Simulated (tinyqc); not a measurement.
A and C from the efficiency peak.

Question. ABC model of an LED: J = q da (A n + Ba n^2 + Ca n^3), IQE = Ba n^2/(A n + Ba n^2 + Ca n^3), differential lifetime 1/(A + 2 Ba n + 3 Ca n^2). The peak lies at n = sqrt(A/Ca). Given Ba, find n at the peak, A and Ca.

Values chosen for this exercise:
- Ba = 8e-12 cm^3/s (radiative coefficient of the active layer)
- da = 16 nm (thickness of the active layer)

Constants: q = 1.602176634e-19 C. Results are converted to the units shown.

peak IQE = 8.3831105 %
J at the peak = 19.470796 A/cm^2

Solution. IQE J = q da Ba n^2 gives n. At the peak A n = Ca n^3, each being half of the non-radiative rate Ba n^2 (1/IQE - 1).

n at the peak = 8.92e17 cm^-3
A = 3.90e7 1/s
Ca = 4.90e-29 cm^6/s

Computed by the program tinyqc: `OMP_NUM_THREADS=1 python tinyqc.py 2300138 2300139 out.jsonl`, one thread of a shared Intel Xeon 2.30GHz, about 0.01 s for the whole run.
